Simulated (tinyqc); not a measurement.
G0W0 on RHF in the sto-6g basis, for H3+, spin multiplicity 1, step by step. One step of it, computed by the program tinyqc.

Problem. Iteration 3 (converged): orbitals. Diagonalise F' = X^T F X, C = X C', fill 1 alpha and 1 beta electrons from the bottom; D = 2 C_occ C_occ^T. Each column has its largest component positive (the first on a tie).

converged F (hartree):
```
,1H 1s,2H 1s,3H 1s
1H 1s,-0.662425,-0.586854,-0.586974
2H 1s,-0.586854,-0.662425,-0.586974
3H 1s,-0.586974,-0.586974,-0.662493
```

X:
```
,1H 1s,2H 1s,3H 1s
1H 1s,1.110727,-0.183206,-0.183304
2H 1s,-0.183206,1.110727,-0.183304
3H 1s,-0.183304,-0.183304,1.110774
```

Give: F' = X^T F X; orbital energies; coefficients C; D after iteration 3.

Solution.

F' = X^T F X (hartree):
```
,1,2,3
1,-0.4233,-0.2968,-0.2969
2,-0.2968,-0.4233,-0.2969
3,-0.2969,-0.2969,-0.4233
```

orbital energies (hartree): MO1 -1.0170, MO2 -0.1265, MO3 -0.1264

coefficients C:
```
,MO1,MO2,MO3
1H 1s,0.4296,0.9149,-0.5283
2H 1s,0.4296,-0.9149,-0.5283
3H 1s,0.4297,0.0000,1.0566
```

D after iteration 3:
```
,1H 1s,2H 1s,3H 1s
1H 1s,0.3692,0.3692,0.3692
2H 1s,0.3692,0.3692,0.3692
3H 1s,0.3692,0.3692,0.3693
```
